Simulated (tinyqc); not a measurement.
From results back to parameters: ellipsoidal valleys in the axes of a wafer and a channel. Four cases, with inputs chosen for the exercise.

Problem. A valley whose axis makes az^2 = 0.500000 with the surface normal has 1/mz = az^2/ml + (1 - az^2)/mt and mz md^2 = ml mt^2. Its confinement and density-of-states masses are given, and ml > mt.

Find: ml mt^2; mt; ml.

Method. Put ml = (mz md^2)/mt^2 into the first relation and solve for mt below (mz md^2)^(1/3), the value at which ml = mt; a scan of that range finds one root.

Case 1.

mz, md (m0): 0.3298339  0.3510556

Solution.

ml mt^2 = 0.040649
mt = 0.195 m0
ml = 1.069 m0

Case 2.

mz, md (m0): 0.3097187  0.3189483

Solution.

ml mt^2 = 0.031507
mt = 0.187 m0
ml = 0.901 m0

Case 3.

mz, md (m0): 0.3170294  0.3274851

Solution.

ml mt^2 = 0.034000
mt = 0.191 m0
ml = 0.932 m0

Case 4.

mz, md (m0): 0.3216712  0.3294199

Solution.

ml mt^2 = 0.034907
mt = 0.195 m0
ml = 0.918 m0

Computed by tinyqc, one run a case: `OMP_NUM_THREADS=1 python tinyqc.py N N+1 out.jsonl` with N = 1880745, 1880789, 1881142, 1881144; one thread of a shared Intel(R) Xeon(R) Processor @ 2.30GHz, about 0.01 s a run at most.
